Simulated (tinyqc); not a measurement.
# Memristor with linear dopant drift, Joglekar window: what changes with what

A film of thickness D has a doped share x: R = Ron x + Roff (1 - x), i = v/R, dx/dt = k i F with k = mv Ron/D^2 and F = 1 - (2 x - 1)^(2 p). The drive is v = V0 sin(2 pi f t). The model has no threshold and no heating.

Inputs (values chosen for the exercise): resistance of the fully doped film Ron = 100 ohm; resistance of the undoped film Roff = 10000 ohm; film thickness D = 15 nm; dopant mobility mv = 1.1e-14 m^2/(V s); doped share at t = 0 x0 = 0.26; amplitude V0 = 1.1 V; window exponent p = 2; frequency f = 1.5 Hz.

Each table varies one quantity; the others keep the values above.

## Effect of the window exponent on the first half period

The equation is integrated to convergence over the first half period; the lobe area is the integral of i dv, down branch less up branch.

Effect of the window exponent on the first half period:
```
p   x at half period  R0/R(half period)  peak i (uA)  lobe area (uW)
1             0.4095              1.249        163.5           13.27
2             0.4306              1.294        166.9           15.73
3             0.4333              1.300        167.4           16.04
5             0.4338              1.302        167.5           16.10
8             0.4338              1.302        167.5           16.10
12            0.4338              1.302        167.5           16.10
```

Read the table: what changes, and by how much?

As p goes from 1 to 12, x at half period rises from 0.409 to 0.434, the resistance ratio rises from 1.25 to 1.30 and the lobe area rises from 13.3 to 16.1 uW.

## Effect of the amplitude on the first half period

Same model as above.

Effect of the amplitude on the first half period:
```
V0 (V)  x at half period  R0/R(half period)  peak i (uA)  lobe area (uW)
0.22              0.2901              1.042        30.23         0.09067
0.37              0.3117              1.074        51.59          0.4540
0.51              0.3326              1.107        72.13           1.249
0.66              0.3560              1.147        94.88           2.857
0.81              0.3804              1.191        118.5           5.589
0.95              0.4041              1.238        141.3           9.525
1.1               0.4306              1.294        166.9           15.73
```

As V0 goes from 0.22 to 1.1 V, x at half period rises from 0.290 to 0.431, the resistance ratio rises from 1.04 to 1.29 and the lobe area rises from 0.0907 to 15.7 uW.

Numbers from tinyqc (`OMP_NUM_THREADS=1 python tinyqc.py 2880070 2880071 out.jsonl`; about 0.1 s on one thread of a shared Intel Xeon 2.30GHz).
